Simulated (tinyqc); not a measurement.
Defect equilibria of an oxide against oxygen pressure (mass action): one step, computed by the program tinyqc. Command: `OMP_NUM_THREADS=1 python tinyqc.py 3014046 3014047 out.jsonl brouwer walk`. One thread of a shared host (Intel(R) Xeon(R) Processor @ 2.30GHz), about 0.01 s of CPU time with the checks.

Defects: oxygen vacancies V (charge +2), electrons n, holes p, the ionic partner X = V_M'''' (charge -4), and the dopant. Activities are taken equal to concentrations.

Problem. Equilibrium constants. K_r = K_r0 exp(-H_r/k_B T) = [V] n^2 P^(1/2); K_i = N_c N_v exp(-E_g/k_B T) = n p; K_s = K_s0 exp(-H_s/k_B T) = [X] [V]^2.

Inputs (values chosen for the exercise, for a model oxide): reduction enthalpy H_r = 5.38 eV; prefactor K_r0 = 1.9e+67 cm^-9 atm^(1/2); gap E_g = 3.59 eV; prefactor N_c N_v = 2.7e+41 cm^-6; disorder enthalpy H_s = 6.06 eV; prefactor K_s0 = 2.4e+67 cm^-9; temperature T = 1200 K.

Ionic disorder: Schottky, oxide MO2. Dopant (singly charged, fully ionised): donor.

Constants: k_B = 8.617333262e-05 eV/K.

Give: K_r; K_i; K_s.

Solution.

K_r = 4.8278e+44 cm^-9 atm^(1/2)

K_i = 2.2596e+26 cm^-6

K_s = 8.4983e+41 cm^-9
